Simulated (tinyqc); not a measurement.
Changing the temperature T: mobility of a non-polar semiconductor in the relaxation-time approximation. Computed by tinyqc, a small Python program. Command: `OMP_NUM_THREADS=1 python tinyqc.py 3003501 3003502 out.jsonl rta sweep`. One thread of a shared host (Intel(R) Xeon(R) Processor @ 2.30GHz), about 0.02 s of CPU time with the checks.

Each valley is treated as a sphere of mass m_d for states and rates, with one isotropic relaxation time; the conductivity mass m_c sets the current.

Inputs (values chosen for the exercise, for a model non-polar semiconductor):
```
quantity                                            value       unit
longitudinal mass m_l                                0.15        m_0
transverse mass m_t                                  0.15        m_0
equivalent valleys Z                                    1          -
static permittivity eps_s                            17.2          -
density rho                                          6130     kg/m^3
sound velocity v_l                                   9250        m/s
acoustic deformation potential D_A                    4.5         eV
phonon energy hbar w                                 38.2        meV
optical or intervalley deformation potential D_o        9  1e8 eV/cm
final valleys Z_f                                       1          -
carrier density n                                 5.5e+18     1/cm^3
compensation ratio C                                    0          -
neutral impurity density N_n                      2.2e+15     1/cm^3
```

Band: parabolic. Impurity formula: Brooks-Herring. Further scattering: neutral impurities.

Constants: k_B = 8.617333262e-05 eV/K; m_0 = 9.1093837015e-31 kg; e = 1.602176634e-19 C; hbar = 1.054571817e-34 J s; eps_0 = 8.8541878128e-12 F/m; k_B = 1.380649e-23 J/K; hbar = 6.582119569e-16 eV s.

Method:
- m_d = (m_l m_t^2)^(1/3); 1/m_c = (1/m_l + 2/m_t)/3; Hall mass factor A = 3 K_m (K_m + 2)/(2 K_m + 1)^2, K_m = m_l/m_t; N_I = n (1 + C)/(1 - C).
- Parabolic band: E = hbar^2 k^2/(2 m), speed v = hbar k/m, states per spin, volume and energy g(E) = m k/(2 pi^2 hbar^2). Here m = m_d. Masses are multiplied by m_0 and all formulas are in SI units.
- The reduced Fermi level eta = E_F/(k_B T) solves n = 2 Z int g f dE with f = 1/(1 + exp(x - eta)) (Z = 1 unless valleys are given); screening length L_s = sqrt(eps_s eps_0 k_B T/(e^2 dn/deta)), dn/deta = 2 Z int g f (1 - f) dE.
- Integrals over x = E/(k_B T) use 160 Gauss-Legendre points in u = sqrt(x) from 0 to sqrt(max(eta, 0) + 32).
- Phonon occupation N_q = 1/(exp(hbar w/(k_B T)) - 1).
- Acoustic deformation potential (elastic, equipartition, absorption and emission together): 1/tau = 2 pi k_B T D_A^2 g(E)/(hbar rho v_l^2).
- Optical or intervalley deformation potential: 1/tau = (pi Z_f D_o^2/(rho w)) [N_q g(E + hbar w) + (N_q + 1) g(E - hbar w)], with g = 0 below the band edge.
- Each optical term is multiplied by (1 - f(E'))/(1 - f(E)), E' the final energy, for Pauli blocking.
- Singly charged impurities, momentum relaxation: 1/tau = N_I e^4 m (1 + 2 alpha E) Phi/(8 pi (eps_s eps_0)^2 hbar^3 k^3), with alpha = 0 for a parabolic band.
- Brooks-Herring: Phi = ln(1 + b) - b/(1 + b), b = 4 k^2 L_s^2.
- Neutral impurities (Erginsoy): 1/tau = 20 N_n a_B hbar/m, a_B = 4 pi eps_s eps_0 hbar^2/(m e^2).
- mu = (m_d/m_c) (2 Z e/(3 n k_B T)) int g v^2 tau f (1 - f) dE.
- Averages over x are split at the emission threshold x_0 = hbar w/(k_B T): 64 Gauss-Legendre points in sqrt(x) below it and 128 in sqrt(x - x_0) above it, up to x = max(eta, 0) + 32.
- Rates are added at each energy before the average. With <y> = int g v^2 y f (1 - f) dE: Hall factor r_H = A (3 n k_B T/(2 Z m_d)) <tau^2/(1 + 2 alpha E)>/<tau>^2 (alpha = 0 for a parabolic band); Hall mobility r_H mu; |S| = (k_B/e) (<x tau>/<tau> - eta); resistivity 1/(n e mu).
- Matthiessen's rule adds 1/mu of the separate processes.

One run for each value; columns: (1) temperature T (K); (2) drift mobility mu (cm^2/(V s)); (3) acoustic mobility (cm^2/(V s)); (4) ionised impurity mobility (cm^2/(V s)); (5) optical mobility (cm^2/(V s)); (6) Hall factor r_H; (7) excess of Matthiessen's rule over the full mu (%):
```
(1)   (2)        (3)   (4)        (5)    (6)    (7)
60   1702  7.025e+05  1762  5.300e+06  1.012   0.12
79   1714  5.320e+05  1783  8.993e+05  1.019   0.37
100  1725  4.185e+05  1813  2.799e+05  1.027   0.80
140  1743  2.957e+05  1884  8.209e+04  1.042   1.77
180  1758  2.268e+05  1971  4.233e+04  1.055   2.88
230  1772  1.736e+05  2095  2.555e+04  1.068   4.56
310  1777  1.237e+05  2318  1.546e+04  1.078   7.87
410  1749  8.863e+04  2624  1.020e+04  1.076  12.56
530  1677  6.428e+04  3020  7.069e+03  1.065  17.90
700  1539  4.470e+04  3622  4.759e+03  1.047  23.47
```

What does the table show, and why?

Over the rows, drift mobility mu (cm^2/(V s)) goes from 1700 through a maximum among these rows, 1780 at 310, to 1540; acoustic mobility (cm^2/(V s)) falls from 703000 to 44700 (exponent d ln y / d ln x -1.0 between the first rows and -1.3 between the last); ionised impurity mobility (cm^2/(V s)) rises from 1760 to 3620 (exponent d ln y / d ln x 0.044 between the first rows and 0.65 between the last). At the low end the exponent of acoustic mobility is -1.01, close to -1: the 1/T law of acoustic scattering in a degenerate gas. The lowest separate mobility among these three is impurity from 60.0 to 700 K. Neutral impurities scattering, not listed, also enters mu. Matthiessen's rule errs most, by 23 %, at 700 K.

Caution (all rows): Erginsoy's formula holds for k a_B below about 0.5 and for dopants that stay neutral, which means low temperature; elsewhere it is only a rough constant rate. Caution (all rows): above a few 1e18 per cm^3 the Born approximation, static screening and an unperturbed band are rough; measured mobilities are usually lower. Caution (rows 60.0, 79.0, 100): n is taken as given; at low temperature (in diamond even at 300 K) real dopants can freeze out, which changes n and N_I.

Extremes, crossings and ranges named in words are read from the listed rows.
